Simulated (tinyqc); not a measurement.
# Lifetime from the storage time

Question. In the charge-control model of a long diode dQ/dt = -Ir - Q/tau after the current is switched from If to -Ir, with Q(0) = If tau; the storage time ends at Q = 0. Find tau, the stored charge and the share of it that leaves through the terminals.

forward and reverse current (mA): [5.3, 2.5]
storage time = 546.15984 ns

Answer. Integrating gives ts = tau ln(1 + If/Ir). The extracted charge is Ir ts; the rest recombines.

tau = 480.0 ns
stored charge = 2.544 nC
share extracted = 53.67 %

Program tinyqc, `OMP_NUM_THREADS=1 python tinyqc.py 2230064 2230065 out.jsonl`; Intel Xeon 2.30GHz, shared host, one thread, about 0.01 s.
